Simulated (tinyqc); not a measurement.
Worked calculation: Hubbard ring of 4 sites. One step of it, computed by the program tinyqc.

Question. Mean-field iteration 1. H(up) = T + U n(down), H(down) = T + U n(up); fill the lowest levels; n(new) = n + mixing (n(out) - n); E = tr T (rho up + rho down) + U sum n_up n_down of the output.

one-body matrix (hopping and site energies) (eV):
```
           1          2          3          4
1  -0.540000  -1.990000   0.000000  -1.990000
2  -1.990000   0.150000  -1.990000   0.000000
3   0.000000  -1.990000   0.700000  -1.990000
4  -1.990000   0.000000  -1.990000   0.610000
```

U = 11.600000 eV

electrons, up and down: 3  2

mixing = 1

n(up) at the start (a guess, not normalised): 1 0.800000, 2 0.700000, 3 0.800000, 4 0.700000

n(down) at the start (a guess): 1 0.450000, 2 0.550000, 3 0.450000, 4 0.550000

Give: levels, up; levels, down; energy; n(up) after iteration 1; n(down) after iteration 1.

Answer.

levels, up (eV): 1.9119  5.3336  6.7560  10.1185

levels, down (eV): 4.8803  8.5014  9.3411  12.9972

energy = 10.2882 eV

n(up) after iteration 1: 1 0.8445, 2 0.7480, 3 0.7390, 4 0.6685

n(down) after iteration 1: 1 0.2938, 2 0.7989, 3 0.1656, 4 0.7417
